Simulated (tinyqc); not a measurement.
Inside a calculation. Model: deep-level transient spectroscopy (DLTS) of one majority-carrier trap. Computed by tinyqc, a small Python program that keeps every step. Command: `OMP_NUM_THREADS=1 python tinyqc.py 3005782 3005783 out.jsonl dlts walk`. One thread of a shared host (Intel(R) Xeon(R) Processor @ 2.30GHz), about 0.07 s of CPU time with the checks. Intermediate numbers are printed to about 6 digits and carried at full precision; extremes and crossings named in words are read from the listed rows.

A filling pulse loads the traps in a one-sided junction; under reverse bias they empty at the rate e, and the capacitance relaxes as C(t) = C_0 - dC exp(-e t). The signal is S = [C(t_2) - C(t_1)]/dC.

Inputs (values chosen for the exercise, with mass and screening modelled on beta-Ga2O3):
```
quantity                    value   unit
density-of-states mass m    0.281    m_0
valleys M                       1      -
trap depth E_t              0.895     eV
cross-section sigma_0     9.8e-14   cm^2
degeneracy ratio g              1      -
gate time t_1              0.0007      s
ratio t_2/t_1                  10      -
temperature T                 457      K
doping N                  5.4e+14  cm^-3
trap density N_t            1e+12  cm^-3
dielectric constant eps      9.82      -
built-in voltage V_b         0.83      V
reverse bias V_r                8      V
diode area                 0.0011   cm^2
capture barrier E_b          0.17     eV
```

Carriers: electrons. Extra term: capture barrier.

Constants: k_B = 8.617333262e-05 eV/K; k_B = 1.380649e-23 J/K; m_0 = 9.1093837015e-31 kg; h = 6.62607015e-34 J s; eps_0 = 8.8541878128e-12 F/m; e = 1.602176634e-19 C.

## Emission rate at T

e = g sigma v N_b exp(-E/k_B T), v = sqrt(3 k_B T/m), N_b = 2 M (2 pi m k_B T/h^2)^(3/2), sigma = sigma_0 exp(-E_b/k_B T), E = E_t.

thermal velocity v = 2.71933e+07 cm/s

N_b = 7.02787e+18 cm^-3

sigma = 1.30759e-15 cm^2

E = 0.895 eV

emission rate e = 33.7081 1/s

## Rate window and signal

S(e) = exp(-e t_1) - exp(-e t_2) peaks at the rate window e_0 = ln(t_2/t_1)/(t_2 - t_1).

rate window e_0 = 365.490 1/s

peak height S_max = 0.696837

signal at T = 0.186866

At this T the trap empties slower than the window, by a factor 10.8: the point lies on the low-temperature side of the peak.

## Peak temperature and width

T_p solves e(T) = e_0 (bisection between 15 and 1500 K); the half-height points solve S = S_max/2 on either side.

peak temperature T_p = 497.725 K

lower half-height point = 469.359 K

upper half-height point = 525.398 K

full width = 56.0392 K

The width is 11.3 % of T_p, and E_t is 20.9 k_B T_p.

## Peaks for six windows

t_1 is scaled by 0.1, 0.3, 1, 3, 10 and 30 at fixed t_2/t_1; each T_p by bisection.

Arrhenius data:
```
t_1 (s)   e_0 (1/s)  T_p (K)  1/(k_B T_p) (1/eV)  ln(e_0/T_p^2)
7.00e-05    3654.90  544.278             21.3210       -4.39510
2.10e-04    1218.30  521.067             22.2707       -5.40655
7.00e-04     365.49  497.725             23.3151       -6.51886
2.10e-03     121.83  478.119             24.2712       -7.53709
7.00e-03      36.55  458.277             25.3221       -8.65629
2.10e-02      12.18  441.511             26.2837       -9.68036
```

## Arrhenius fit

Least squares of ln(e_0/T_p^2) on 1/(k_B T_p): slope -E_a, intercept ln(gamma sigma_a) with gamma = v N_b/T^2 = sqrt(3 k_B/m) 2 M (2 pi m k_B/h^2)^(3/2). For comparison, the slope of ln e_0 alone.

apparent depth E_a = 1.06500 eV

intercept = 18.3117

gamma = 9.15070e+20 cm^-2 s^-1 K^-2

apparent cross-section = 9.80000e-14 cm^2

slope without T^2 = 1.14927 eV

The apparent depth is 1.0650 eV against E_t = 0.895 eV, and the apparent cross-section is 1.00 times sigma_0: the capture barrier adds to the slope, so the true depth needs a separate measurement of capture. Leaving out the T^2 factor overstates the slope by 84 meV, about 2 k_B T_p.

## Signal size and trap density

W = sqrt(2 eps eps_0 (V_b + V_r)/(e N)), C_0 = eps eps_0 area/W. The pulse goes to zero bias, W_0 = W(V_r = 0). Traps within lambda = sqrt(2 eps eps_0 (E_t - E_F)/(e^2 N)) of the depletion edge stay filled, with E_F = k_B T_p ln(N_b/N) from the band, N_b = 2 M (2 pi m k_B T_p/h^2)^(3/2) (dopants taken as fully ionised). dC = C_0 (N_t/2N) f, f = [(W - lambda)^2 - max(W_0 - lambda, 0)^2]/W^2. The simple estimate is 2 N dC/C_0.

depletion width W = 4.21282 micrometre

C_0 = 2.27028 pF

lambda = 0.985468 micrometre

f = 0.581596

transient amplitude dC = 1.22258 fF

simple estimate of N_t = 5.81596e+11 cm^-3

The simple estimate finds 58 % of the traps.

Checks made by the program: the maximum of S(T) on a fine grid against T_p (relative difference below 1e-10).
